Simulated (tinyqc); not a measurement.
Zigzag graphene nanoribbon in tight binding: sweeps and comparisons. A value that a table varies takes the place of the one given here.

A zigzag ribbon of N chains, sites A1, B1, A2, ..., BN across it. For each k it is a chain with bonds -2t cos(k/2) (A_n to B_n) and -t (B_n to A_(n+1)), and +D, -D on A and B. A1 and BN are the edge sites; the Dirac points project to k = 2 pi/3.

Values chosen for the exercise (near those used for graphene; not measured data):
- t = 2.71 eV (hopping)
- D = 0.3 eV (sublattice potential, +D on A and -D on B)
- Nw = 8 (chains, N of this table)
- k = 2.48 (k times the period sqrt3 acc)
- N = 4 (zigzag chains)

## The flat edge band

A ribbon of N = Nw chains: lowest positive level, next level, and weight on the two edge sites per state of the middle pair, along k.

Along k:

| k/pi | 2 cos(k/2) | lowest level (eV) | next (eV) | edge weight |
|---|---|---|---|---|
| 0.50 | 1.4142 | 1.48355 | 2.2650 | 0.109 |
| 0.60 | 1.1756 | 0.92742 | 1.7859 | 0.158 |
| 0.65 | 1.0450 | 0.66276 | 1.5737 | 0.209 |
| 0.70 | 0.9080 | 0.44766 | 1.4170 | 0.298 |
| 0.75 | 0.7654 | 0.33013 | 1.3631 | 0.441 |
| 0.80 | 0.6180 | 0.30212 | 1.4533 | 0.620 |
| 0.85 | 0.4669 | 0.30004 | 1.6770 | 0.782 |
| 0.90 | 0.3129 | 0.30000 | 1.9866 | 0.902 |
| 0.95 | 0.1569 | 0.30000 | 2.3438 | 0.975 |
| 1.00 | 0.0000 | 0.30000 | 2.7266 | 1.000 |

Beyond k = 2 pi/3 the lowest level sinks towards D = 0.3 eV: it is within 1 meV of that from k/pi = 0.85 on. The edge weight grows from 0.30 at 0.70 to 1 at pi, where the chain breaks into dimers and the next level is sqrt(t^2 + D^2) = 2.7266 eV. So flat a band is sensitive to interactions, which this model leaves out; they matter once they exceed the splitting of the middle pair (2D, or for D = 0 only the small overlap of the two edges).

## Lowest level against width

D = 0; lowest positive level at the given k, and the estimate t x^N (1 - x^2), x = 2 cos(k/2) (a dash if x >= 1).

Level (eV):

| N | matrix | estimate |
|---|---|---|
| 2 | 0.8665 | 0.6610 |
| 3 | 0.4929 | 0.4294 |
| 4 | 0.2993 | 0.2789 |
| 5 | 0.1878 | 0.1812 |
| 6 | 0.1198 | 0.1177 |
| 8 | 0.04988 | 0.04966 |
| 10 | 0.02098 | 0.02096 |
| 14 | 0.003732 | 0.003732 |

With x = 0.6496 < 1 the level falls exponentially: from N = 10 to 14 by a factor 0.178, against x^4 = 0.178.

## What each parameter does

The two lowest positive levels at k and the weight on the two edge sites per state of the middle pair. Each row changes one parameter from the base and keeps the others.

Results:

| case | lowest (eV) | next (eV) | edge weight |
|---|---|---|---|
| base | 0.4238 | 2.2518 | 0.6398 |
| t = 2.845 eV | 0.4344 | 2.3620 | 0.6398 |
| N = 5 | 0.3539 | 1.9173 | 0.6102 |
| D = 0.4 eV | 0.4996 | 2.2673 | 0.6398 |
| k = 2.38 | 0.5354 | 2.3414 | 0.5705 |

The largest shifts from the base row, up to three for each result and ties (the steps differ in size, so this ranks the rows, not the parameters). lowest (eV): k +0.1116, D +0.0758, N -0.0699. next (eV): N -0.3345, t +0.1102, k +0.0896. edge weight: k -0.0693, N -0.0296; unchanged at the printed digits by t and D.

Program tinyqc; command `OMP_NUM_THREADS=1 python tinyqc.py 1451686 1451687 out.jsonl`; about 0.01 s on one thread of a shared Intel(R) Xeon(R) Processor @ 2.30GHz.
